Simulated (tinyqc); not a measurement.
Inside a calculation. Method: sp3 tight binding, zinc-blende lattice. Computed by tinyqc, a small Python program that keeps every step. Command: `OMP_NUM_THREADS=1 python tinyqc.py 22631 22632 out.jsonl` (the two numbers bound the seeds that draw the settings). One thread of a shared host (Intel(R) Xeon(R) Processor @ 2.60GHz), about 0.01 s of CPU time with the checks.

## Bloch Hamiltonian at k

Parameters chosen for this model: zinc-blende lattice, anion at 0, cation at a/4 (1,1,1); V = eta hbar^2 / (m d^2), hbar^2/m = 7.619964 eV angstrom^2:
```
parameter          value      unit
a               5.550000  angstrom
d               2.403220  angstrom
Es anion      -18.090000        eV
Ep anion       -8.480000        eV
Es cation     -13.950000        eV
Ep cation      -6.320000        eV
eta ss         -1.450000
eta sp          1.420000
eta pp sigma    3.080000
eta pp pi      -0.820000
V ss           -1.913082        eV
V sp            1.873501        eV
V pp sigma      4.063651        eV
V pp pi        -1.081881        eV
```

k point k (2 pi / a): 0.370000  -0.050000  0.110000

Slater-Koster rules over the four bonds with direction cosines (l, m, n): ss V_ss; s-px l V_sp; px-s -l V_sp; px-px l^2 V_pps + (1 - l^2) V_ppp; px-py l m (V_pps - V_ppp); each times exp(i k.d).

H(k) at k (eV), lower triangle (Hermitian):
```
                      a s                 a px                a py                 a pz
a s            -18.090000
a px             0.000000            -8.480000
a py             0.000000             0.000000           -8.480000
a pz             0.000000             0.000000            0.000000            -8.480000
c s   -6.281212+0.056673i  -0.048781+2.332853i  0.407148-0.279504i  -0.183600+0.619824i
c px   0.048781-2.332853i   2.079298-0.018761i  0.291130-0.982842i  -0.645607+0.443203i
c py  -0.407148+0.279504i   0.291130-0.982842i  2.079298-0.018761i   0.077351-3.699159i
c pz   0.183600-0.619824i  -0.645607+0.443203i  0.077351-3.699159i   2.079298-0.018761i

             c s       c px       c py       c pz
c s   -13.950000
c px    0.000000  -6.320000
c py    0.000000   0.000000  -6.320000
c pz    0.000000   0.000000   0.000000  -6.320000
```

## Levels at k

Diagonalise the Hermitian matrix.

eigenvalues (eV): -22.973503  -12.489118  -11.919236  -11.483485  -7.306652  -4.534984  -2.967788  -2.765235

weights |c|^2 of the basis functions:
```
        band 1    band 2    band 3    band 4    band 5    band 6    band 7    band 8
a s   0.643611  0.103687  0.003634  0.047784  0.183874  0.014260  0.000572  0.002578
a px  0.006309  0.172944  0.014481  0.223219  0.297830  0.268024  0.000207  0.016987
a py  0.000114  0.104543  0.451490  0.048520  0.024062  0.004248  0.114268  0.252754
a pz  0.000513  0.181868  0.147061  0.287371  0.005259  0.004091  0.262903  0.110934
c s   0.337615  0.188045  0.007921  0.087314  0.373405  0.002267  0.000472  0.002961
c px  0.010668  0.065609  0.012355  0.111038  0.092683  0.677539  0.000360  0.029748
c py  0.000283  0.097430  0.215716  0.053740  0.018991  0.017828  0.200764  0.395249
c pz  0.000886  0.085875  0.147342  0.141014  0.003896  0.011743  0.420454  0.188788
```

## Bloch Hamiltonian at L

k point L (2 pi / a): 0.500000  0.500000  0.500000

As before.

H(k) at L (eV), lower triangle (Hermitian):
```
                      a s                 a px                 a py                 a pz
a s            -18.090000
a px             0.000000            -8.480000
a py             0.000000             0.000000            -8.480000
a pz             0.000000             0.000000             0.000000            -8.480000
c s   -2.705507-2.705507i   1.529708+1.529708i   1.529708+1.529708i   1.529708+1.529708i
c px  -1.529708-1.529708i   0.895616+0.895616i  -2.425627-2.425627i  -2.425627-2.425627i
c py  -1.529708-1.529708i  -2.425627-2.425627i   0.895616+0.895616i  -2.425627-2.425627i
c pz  -1.529708-1.529708i  -2.425627-2.425627i  -2.425627-2.425627i   0.895616+0.895616i

             c s       c px       c py       c pz
c s   -13.950000
c px    0.000000  -6.320000
c py    0.000000   0.000000  -6.320000
c pz    0.000000   0.000000   0.000000  -6.320000
```

## Levels at L

As before.

eigenvalues (eV): -21.120096  -16.141427  -12.219514  -12.219514  -8.613710  -2.580486  -2.580486  -0.964767

## Bands along a path

The same steps at evenly spaced points between the labelled ones.

Bands along the path (eV):
```
k             band 1      band 2      band 3      band 4     band 5     band 6     band 7     band 8
L         -21.120096  -16.141427  -12.219514  -12.219514  -8.613710  -2.580486  -2.580486  -0.964767
L-G 0.33  -22.072573  -14.764175  -11.795070  -11.795070  -8.318232  -3.004930  -3.004930  -1.685020
L-G 0.67  -23.408950  -12.086688  -10.790354  -10.790354  -7.881115  -4.009646  -4.009646  -3.463246
G         -23.947361  -10.153802  -10.153802  -10.153802  -8.092639  -4.646198  -4.646198  -4.646198
G-X 0.33  -23.219668  -11.652962  -11.612660  -11.612660  -7.274562  -4.692808  -3.187340  -3.187340
G-X 0.67  -21.276430  -14.325569  -13.570304  -13.570304  -6.424097  -4.813904  -1.229696  -1.229696
X         -19.509332  -16.333619  -14.345195  -14.345195  -6.096381  -4.900668  -0.454805  -0.454805
X-W 0.33  -19.509332  -16.333619  -14.345195  -14.345195  -6.096381  -4.900668  -0.454805  -0.454805
X-W 0.67  -19.509332  -16.333619  -14.345195  -14.345195  -6.096381  -4.900668  -0.454805  -0.454805
W         -19.509332  -16.333619  -14.345195  -14.345195  -6.096381  -4.900668  -0.454805  -0.454805
```

With 4 band(s) filled, the highest filled level on these points lies at G and the lowest empty one at L: a gap of 1.5401 eV, indirect.
